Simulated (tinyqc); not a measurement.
# Crystallisation kinetics and data retention of a phase-change cell: kissinger analysis

Johnson-Mehl-Avrami-Kolmogorov law X = 1 - exp(-y^n), y = integral of k dt, k = (1/100 s) exp[-(Ec q/kB)(1/T - 1/T1)].

Tp is the temperature of the largest dX/dt on a ramp of rate b (b in K/min in the logarithm).

Inputs (values chosen for the exercise); values of the order of Ge-Sb-Te and related chalcogenides:
```
symbol  value  unit                                       meaning
Ec       1.87    eV          activation energy of crystallisation
T1        414     K  temperature at which the rate k is 1/(100 s)
n         2.5                                     Avrami exponent
```

Constants: q = 1.602176634e-19 C, kB = 1.380649e-23 J/K. Results are converted to the units shown.

Result of one run:

| Tp (K) | q/kB Tp (1/eV) | ln(b/Tp^2) | X at the peak |
|---|---|---|---|
| 420.00 | 27.630 | -9.7779 | 0.62669 |

Which heating rate b gave this result: 2, 10, 20 or 100 K/min?

b = 10 K/min.

The whole series:

| b (K/min) | Tp (K) | q/kB Tp (1/eV) | ln(b/Tp^2) | X at the peak |
|---|---|---|---|---|
| 0.5 | 397.77 | 29.174 | -12.665 | 0.62697 |
| 1 | 402.70 | 28.817 | -11.996 | 0.62691 |
| 2 | 407.76 | 28.459 | -11.328 | 0.62684 |
| 5 | 414.64 | 27.987 | -10.445 | 0.62676 |
| 10 | 420.00 | 27.630 | -9.7779 | 0.62669 |
| 20 | 425.50 | 27.273 | -9.1108 | 0.62662 |
| 50 | 432.99 | 26.801 | -8.2294 | 0.62653 |
| 100 | 438.83 | 26.444 | -7.5630 | 0.62646 |

Tp rises from 398 to 439 K. The slope of ln(b/Tp^2) against q/kB Tp between the end rows is -1.869 eV, against Ec = 1.87 eV, and X at the peak stays near 1 - 1/e = 0.632 (0.627 to 0.626).

Range of the model: One Arrhenius rate is assumed; incubation, growth from the boundary and the non-Arrhenius kinetics of the supercooled liquid are left out.

Program tinyqc, `OMP_NUM_THREADS=1 python tinyqc.py 2490106 2490107 out.jsonl`; Intel Xeon 2.30GHz, shared host, one thread, about 0.01 s.
